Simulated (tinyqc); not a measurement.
# Changing the doping N

Model: specific resistance of a metal-semiconductor contact and its transmission-line measurement. Computed by tinyqc, a small Python program. Command: `OMP_NUM_THREADS=1 python tinyqc.py 3010105 3010106 out.jsonl contact sweep`. One thread of a shared host (Intel(R) Xeon(R) Processor @ 2.30GHz), about 0.01 s of CPU time with the checks.

The barrier is parabolic (depletion approximation), energies E are normal energies counted from the band edge in the neutral semiconductor (downwards for holes), and the bias is zero. xi is an input, held fixed when other inputs move.

Inputs (values chosen for the exercise, modelled on n-type GaAs):
```
quantity                                         value          unit
tunnelling mass m                                0.072           m_0
permittivity eps                                  12.9             -
Richardson constant A*                            7.98  A/(cm^2 K^2)
barrier height phi_B                              0.73            eV
Fermi level above the band edge in the bulk, xi   0.12            eV
temperature T                                      200             K
```

Image-force lowering: included.

Constants: hbar = 1.054571817e-34 J s; eps_0 = 8.8541878128e-12 F/m; m_0 = 9.1093837015e-31 kg; k_B = 8.617333262e-05 eV/K; e = 1.602176634e-19 C.

Method:
- E_00 = (e hbar/2) sqrt(N/(eps eps_0 m)); band bending E_b = phi_B + xi; depletion width w = sqrt(2 eps eps_0 E_b/(e^2 N)). Image lowering d_phi = (e^3 N E_b/(8 pi^2 (eps eps_0)^3))^(1/4) (E_b in volts), and E_b - d_phi replaces E_b everywhere except in w.
- WKB transmission for E < E_b, with a = E/E_b: D = exp{-(E_b/E_00) [sqrt(1 - a) - a ln((1 + sqrt(1 - a))/sqrt(a))]}; D = 1 above.
- At zero bias 1/rho_c = (e A*/k_B^2) int D(E) f(E) dE, f = 1/(1 + exp((E - xi)/k_B T)); 200 Gauss-Legendre points from 0 to E_b, and k_B T ln(1 + exp((xi - E_b)/k_B T)) for the part above the barrier; the share of tunnelling is the part below.

One run for each value; columns: (1) doping N (1/cm^3); (2) specific contact resistance rho_c (ohm cm^2); (3) E_00/k_B T; (4) share of tunnelling (%); (5) depletion width (nm):
```
(1)              (2)     (3)     (4)     (5)
1.00e+17  2.4203e+08  0.3535   97.99  110.09
1.90e+17  2.7592e+07  0.4872   99.65   79.87
3.60e+17  1.1599e+06  0.6707   99.98   58.02
6.70e+17  1.5557e+04  0.9150  100.00   42.53
1.30e+18  5.0487e+01  1.2745  100.00   30.53
4.50e+18  3.0478e-03  2.3712  100.00   16.41
8.40e+18  9.6717e-05  3.2397  100.00   12.01
1.60e+19  6.5746e-06  4.4712  100.00    8.70
3.00e+19  9.3816e-07  6.1224  100.00    6.36
```

Give the missing row, doping N (1/cm^3) = 2.40e+18.

Computed row; columns: (1) doping N (1/cm^3); (2) specific contact resistance rho_c (ohm cm^2); (3) E_00/k_B T; (4) share of tunnelling (%); (5) depletion width (nm):
```
(1)              (2)     (3)     (4)    (5)
2.40e+18  2.6667e-01  1.7317  100.00  22.47
```

Interpolating between the two neighbouring rows (the first column on a logarithmic scale, the others too where they are positive) misses most in specific contact resistance rho_c (ohm cm^2), by 56 %. Over the rows, specific contact resistance rho_c (ohm cm^2) falls from 2.42e8 to 9.38e-7 (exponent d ln y / d ln x -3.4 between the first rows and -3.1 between the last); E_00/k_B T rises from 0.353 to 6.12 (exponent d ln y / d ln x about 0.50 throughout); share of tunnelling (%) rises from 98.0 to 100, flat over part of the range. The exponent of depletion width stays at -0.50: the depletion approximation. xi is held fixed. Doping thins the barrier, and the tunnelling exponent, of order phi_B/E_00, falls as N^(-1/2). E_00 passes 5 k_B T (field emission) between 1.60e19 and 3.00e19 per cm^3.

Extremes, crossings and ranges named in words are read from the listed rows.
